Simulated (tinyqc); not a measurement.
Worked calculation: current of a Schottky diode by thermionic-emission-diffusion theory, and its read-back from I-V-T and C-V data. Computed by tinyqc, a small Python program that keeps every step. Command: `OMP_NUM_THREADS=1 python tinyqc.py 3007578 3007579 out.jsonl schottky walk`. One thread of a shared host (Intel(R) Xeon(R) Processor @ 2.30GHz), about 0.01 s of CPU time with the checks. Intermediate numbers are printed to about 7 digits and carried at full precision; extremes and crossings named in words are read from the listed rows.

Full ionisation, no tunnelling, no recombination current. V is the voltage across the junction itself, forward positive.

Inputs (values chosen for the exercise, modelled on n-type amorphous oxide):

| quantity | value | unit |
|---|---|---|
| Richardson constant A* | 39.5 | A/(cm^2 K^2) |
| effective density of states at 300 K, N_c | 4.9e+18 | 1/cm^3 |
| permittivity eps | 10 | - |
| mobility mu | 12 | cm^2/(V s) |
| barrier without image force phi_0 | 0.733 | eV |
| doping N | 3.9e+15 | 1/cm^3 |
| series resistance R_s | 1 | milliohm cm^2 |
| junction voltage V | 0.32 | V |
| temperature T | 300 | K |

Barrier: uniform.

Constants: k_B = 8.617333262e-05 eV/K; e = 1.602176634e-19 C; eps_0 = 8.8541878128e-12 F/m.

## Barrier at the given bias

N_c(T) = N_c (T/300 K)^(3/2); V_bi = phi_0 - (k_B T/e) ln(N_c(T)/N); surface field F = sqrt(2 e N (V_bi - V - k_B T/e)/(eps eps_0)); image lowering d_phi = sqrt(e F/(4 pi eps eps_0)); effective barrier phi = phi_0 - d_phi.

built-in voltage V_bi = 0.5485198 V

surface field F = 16.91299 kV/cm

image lowering = 15.60580 meV

effective barrier phi = 0.7173942 eV

## Current

Collection velocity v_R = A* T^2/(e N_c(T)); diffusion velocity v_D = mu F; J = e N_c(T) v_R/(1 + v_R/v_D) exp(-phi/k_B T) [exp(e V/k_B T) - 1]. Terminal voltage V + J R_s.

v_R = 4528279 cm/s

v_D = 202955.9 cm/s

current density J = 0.03216150 A/cm^2

terminal voltage = 0.3200322 V

v_D/v_R = 0.0448: drift and diffusion through the depletion layer limit the current.

## Read-back from the I-V curve

Ideality n = (e/k_B T)/(d ln J/dV) by a central difference of +/- 1 mV; J_0 = J exp(-e V/(n k_B T)); apparent barrier phi_IV = k_B T ln(A* T^2/J_0); a C-V plot gives phi_CV = phi_0, the mean without lowering.

ideality factor n = 1.087299

extrapolated J_0 = 3.657582e-07 A/cm^2

apparent barrier phi_IV = 0.7731082 eV

phi_CV - phi_IV = -40.10817 meV

n exceeds 1 because forward bias lowers the field, which weakens the image lowering and v_D.

## Temperature series and Richardson plot

A least-squares line of ln(J_0/T^2) against 1/(k_B T) gives a barrier (minus the slope) and a Richardson constant (exp of the intercept).

At the same junction voltage:

| T (K) | 1/k_B T (1/eV) | n | J_0 (A/cm^2) | phi_IV (eV) | ln(J_0/T^2) |
|---|---|---|---|---|---|
| 200 | 58.02259 | 1.045526 | 1.956508e-13 | 0.7503178 | -39.85908 |
| 250 | 46.41807 | 1.062390 | 1.077318e-09 | 0.7619449 | -31.69171 |
| 300 | 38.68173 | 1.087299 | 3.657582e-07 | 0.7731082 | -26.22886 |
| 350 | 33.15577 | 1.127937 | 2.608751e-05 | 0.7825553 | -22.26992 |
| 400 | 29.01130 | 1.206409 | 7.674459e-04 | 0.7869925 | -19.15537 |
| 450 | 25.78782 | 1.423306 | 1.699320e-02 | 0.7743865 | -16.29344 |

barrier from the Richardson plot = 0.7236370 eV

Richardson constant from the plot = 7.049432 A/(cm^2 K^2)

From 200 to 450 K n goes from 1.046 to 1.423 and phi_IV from 0.750 to 0.774 eV. The plot returns 0.724 eV against phi_0 = 0.733 and a constant 0.178 times the true A*: the diffusion step lowers the prefactor.

## Forward curve with series resistance

Terminal voltage V + J R_s; apparent ideality from neighbouring rows, (e/k_B T) dV_terminal/d ln J.

Forward curve; the last column belongs to the interval up to the next row:

| V (V) | J (A/cm^2) | terminal voltage (V) | apparent n |
|---|---|---|---|
| 0.124 | 2.505378e-05 | 0.1240000 | 1.042697 |
| 0.172 | 1.486689e-04 | 0.1720001 | 1.053182 |
| 0.221 | 8.991439e-04 | 0.2210009 | 1.063341 |
| 0.269 | 5.154991e-03 | 0.2690052 | 1.077511 |
| 0.317 | 2.890391e-02 | 0.3170289 | 1.101773 |
| 0.366 | 1.622243e-01 | 0.3661622 | 1.154415 |
| 0.414 | 8.285468e-01 | 0.4148285 | 1.309641 |
| 0.462 | 3.725569e+00 | 0.4657256 | - |

The resistance takes over where J R_s exceeds k_B T/e, at J = 25.9 A/cm^2, which these rows hardly reach.

Checks made by the program: v_D = mu F against the drift-diffusion integral over the parabolic barrier, a ratio 2 y Dawson(y) with y^2 = (V_bi - V)/(k_B T/e) - 1 (relative difference 8e-02).
